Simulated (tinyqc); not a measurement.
Admittance spectroscopy and thermally stimulated current of one trap level in a depletion layer: one step, computed by the program tinyqc. Command: `OMP_NUM_THREADS=1 python tinyqc.py 3111082 3111083 out.jsonl admit walk`. One thread of a shared host (Intel(R) Xeon(R) Processor @ 2.30GHz), about 0.01 s of CPU time with the checks.

A Schottky junction on n-type material holds one donor-like electron trap; shallow donors are fully ionised and abrupt depletion edges are assumed.

Question. The capacitance step. With E_c - E_F = k_B T_p ln(N_c/N): lambda = sqrt(2 eps eps_0 (E_t - (E_c - E_F))/(e^2 N)); traps are empty and charged for x < x_t = w - lambda, and V_b = e (N w^2 + N_t x_t^2)/(2 eps eps_0). High frequency: C_hf = eps eps_0/w. Low frequency: C_lf = eps eps_0 (N + N_t)/(N w + N_t x_t).

Inputs (values chosen for the exercise, modelled on n-type beta-Ga2O3):
```
quantity,value,unit
dielectric constant eps,10.4,-
shallow doping N,2.7e+15,1/cm^3
trap density N_t,2.9e+14,1/cm^3
trap depth E_t below the band,0.355,eV
band bending V_b,1.5,V
```

E_c - E_F = k_B T_p ln(N_c/N) = 0.1155114 eV

Constants: eps_0 = 8.8541878128e-12 F/m; e = 1.602176634e-19 C.

Give: lambda; depletion width w; crossing point x_t; C_hf; C_lf; step (C_lf - C_hf)/C_hf; small-N_t estimate (N_t/N)(lambda/w).

Answer.

lambda = 319.3 nm

depletion width w = 784.5 nm

crossing point x_t = 465.1 nm

C_hf = 11.74 nF/cm^2

C_lf = 12.22 nF/cm^2

step (C_lf - C_hf)/C_hf = 0.04110

small-N_t estimate (N_t/N)(lambda/w) = 0.04372

Reading N_t/N straight from the step would give 0.0411 against the true 0.107: the factor lambda/w must be known.
